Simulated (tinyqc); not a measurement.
Worked calculation: dielectric confinement in a thin film (image charges). Values are carried at full precision from step to step, so a last printed digit may differ when a step is redone from the rounded ones.

A film |z| < t/2 of dielectric constant eps between half-spaces of dielectric constant e2; lam = (eps - e2)/(eps + e2), q = e^2/(4 pi eps0). The self-energy of a band edge is taken with the high-frequency value, e2 = eh, and the field of a fixed ion with the static one, e2 = eo. A charge at z has images lam^|n| at n t + (-1)^n z. Its self-energy is S(z) = (q/2 eps) sum over n >= 1 of lam^n [1/(n t - 2z) + 1/(n t + 2z)] for odd n and 2 lam^n/(n t) for even n; at the centre S(0) = -(q/(eps t)) ln(1 - lam).

Constants: e^2/(4 pi eps0) = 14.39964547 eV angstrom; hbar^2/2m0 = 3.80998211 eV angstrom^2; Ry = 13.60569312 eV.

Parameters, chosen for this exercise (near those of a Si (100) film, two-fold valleys, between layers of Al2O3; the results hold for these values, not for the real material):

| symbol | value | unit | meaning |
|---|---|---|---|
| t | 42 | angstrom | film thickness |
| eps | 11.8 |  | dielectric constant of the film |
| eh | 3.2 |  | high-frequency dielectric constant outside |
| mz | 0.951 | m0 | mass across the film |
| eo | 9.1 |  | static dielectric constant outside |
| m | 0.19 | m0 | mass in the plane |

## Images for a charge at the centre

Give lam, the first five terms (q/eps) lam^n/(n t), their sum and the closed form.

lam = 0.5733

terms (meV): 16.66  4.78  1.83  0.78  0.36

sum of five = 24.40 meV
S(0) = 24.75 meV

The surroundings screen less than the film, so the images repel and each band edge moves outwards: the gap changes by about 2 S = +49 meV. The static value 9.1 would give S(0) = +4.0 meV.

## Self-energy across the film

S at 2z/t = 0, 0.2, 0.4, 0.6, 0.8 and 0.9, summed to n = 399.

Self-energy:

| 2z/t | z (angstrom) | S (meV) |
|---|---|---|
| 0.0 | 0.0 | 24.75 |
| 0.2 | 4.2 | 25.45 |
| 0.4 | 8.4 | 27.96 |
| 0.6 | 12.6 | 34.20 |
| 0.8 | 16.8 | 54.51 |
| 0.9 | 18.9 | 95.96 |

Towards the wall S diverges as (q lam/4 eps)/(distance), an artefact of the abrupt interface that the vanishing envelope makes harmless.

## Shift of the subband edge

First order: <S> over the envelope (2/t) cos^2(pi z/t), beside the confinement energy c (pi/t)^2/mz, c = hbar^2/2m0.

<S> = 28.42 meV
confinement energy = 22.42 meV

|<S>| is 1.27 times the confinement energy; the first goes as 1/t and the second as 1/t^2, so they are equal at t = 33 angstrom.

## Binding of a donor

Donor at the centre, lam from the static eo, trial function cos(pi z/t) exp(-rho/l): E(l) = c/(m l^2) - (q/eps) times the integral over k of F(k t) (1 + (k l/2)^2)^(-3/2), with F(x) = F0 + 2 lam exp(-x) G/(1 - lam exp(-x)), F0 = 2[(1 - exp(-x/2))/x + x (1 + exp(-x/2))/(x^2 + 4 pi^2)], G = 2 sinh(x/2)[1/x - x/(x^2 + 4 pi^2)]; c = hbar^2/2m0. The binding energy is -E at the minimum, counted from the subband edge with its self-energy.

Minimise over l with and without images (lam = 0); Ry* = Ry m/eps^2.

Donor:

| case | l (angstrom) | binding (meV) | in Ry* |
|---|---|---|---|
| no images | 28.3 | 39.4 | 2.12 |
| with images | 27.6 | 46.2 | 2.49 |

Ry* = 18.57 meV

The images change the binding by +6.9 meV, against -2 (q/(eps t)) ln(1 - lam) = +8.0 meV for an orbit much smaller than t. At 300 K the binding is 1.8 kB T.

## Checks

- S(0) from the series against the closed form, meV: both 24.75.
- F(2.3) for lam = 0.5733 from a direct sum over images against the closed form: both 0.8624.

tinyqc: `OMP_NUM_THREADS=1 python tinyqc.py 1281528 1281529 out.jsonl`; about 0.03 s, one thread, shared Intel(R) Xeon(R) Processor @ 2.30GHz.
